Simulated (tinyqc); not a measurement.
# Signal and retention of a DRAM cell: failing cells against the refresh interval

A stored one starts at Vd and leaks: Cs dV/dt = -I(V), I = a sqrt((V + Vb)/(Vd + Vb)) + b, with a = Ig exp[-(Eg1 q/kB)(1/T - 1/T0)] (generation in a depletion layer) and b = Is exp[-(Es q/kB)(1/T - 1/T0)]. The bit line is precharged to Vd/2, and charge sharing gives the signal (V - Vd/2) Cs/(Cs + Cb).

The cell fails below Vc = Vd/2 + dm (Cs + Cb)/Cs. With s = sqrt((Vc + Vb)/(Vd + Vb)), the time from Vd to Vc is t = [2 Cs (Vd + Vb)/a] [1 - s - (b/a) ln((a + b)/(a s + b))]. This time is the median of a log-normal spread: failing cells = Nc erfc(z/sqrt 2)/2, z = ln(t/tr)/sg.

Parameters, values chosen for the exercise: array voltage Vd = 1.3 V; cell capacitance Cs = 22 fF; bit-line capacitance Cb = 70 fF; smallest signal that the sense amplifier resolves dm = 59 mV; built-in plus back-bias voltage of the storage junction Vb = 1.61 V; junction leakage at V = Vd and T0 Ig = 0.62 fA; voltage-independent leakage at T0 Is = 1.3 fA; activation energy of Is Es = 0.38 eV; reference temperature T0 = 358 K; temperature T = 378 K; deviation of ln(retention time) over the cells sg = 0.51; cells Nc = 1.07e9; activation energy of Ig Eg1 = 0.54 eV.

Constants: q = 1.602176634e-19 C, kB = 1.380649e-23 J/K. Results are converted to the units shown.

Failing cells against the refresh interval:
```
tr (ms)	z	failing cells
16	9.668	2.203e-13
32	8.309	5.161e-8
64	6.950	0.001955
128	5.591	12.09
256	4.232	1.241e4
512	2.873	2.178e6
1024	1.513	6.963e7
2048	0.1544	4.694e8
```

Doubling the interval lowers z by ln 2/sg = 1.36 and multiplies the count by 2.34e5 between the first two rows and by 6.74 between the last two. The count passes 1 at tr = 128 ms among the rows.

Range of the model: Real arrays also hold a tail of unusually leaky cells and cells whose retention varies in time, which this model lacks.

Numbers from tinyqc (`OMP_NUM_THREADS=1 python tinyqc.py 2130133 2130134 out.jsonl`; about 0.01 s on one thread of a shared Intel Xeon 2.30GHz).
